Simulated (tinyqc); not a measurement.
Input admittance of a MOSFET at zero drain bias: distributed channel and distributed gate: one step of the calculation.

Source and drain grounded, strong inversion, w = 2 pi f, Cox = eps0 eox/tox. The channel is an RC line of resistance 1/(mu Cox Vo) per square fed from both ends, so one finger has the intrinsic admittance y = i w Cox L tanh(g)/g per width, g = (1/2) sqrt(i w tau), tau = L^2/(mu Vo). The vertical resistance rv/L is in series with y, the overlaps 2 i w Cov in parallel: y_t = 1/(1/y + rv/L) + 2 i w Cov. The gate strip is a line of Rsh/L per length loaded by y_t, so a finger has Y = y_t Wf tanh(k)/k, k = (Wf/sd) sqrt(y_t Rsh/L); the device has Nf Y.

Problem. Input impedance of the device. k and Y as defined; Z = 1/(Nf Y) = R + 1/(i w C); Q = |Im Z|/R; signal at the point farthest from a contact |1/cosh k|.

Values chosen for this exercise; values of the order met in silicon radio-frequency transistors:
- L = 0.73 um (channel length)
- Wf = 0.96 um (finger width)
- Nf = 64 (number of fingers)
- Rsh = 18 ohm/square (sheet resistance of the gate)
- sd = 1 (number of ends at which a finger is contacted)
- f = 2.6 GHz (frequency)

y_t = 6.803393+94.288089i uS/um

Wanted: k; Nf Y; R; C; Q; signal at the far point.

Solution.

k = 0.033932+0.031572i
Nf Y = 0.4221+5.7925i mS
R = 12.514 ohm
C = 356.46 fF
Q = 13.722
signal at the far point = 0.99992

Computed by the program tinyqc: `OMP_NUM_THREADS=1 python tinyqc.py 2262005 2262006 out.jsonl`, one thread of a shared Intel Xeon 2.30GHz, about 0.01 s for the whole run.
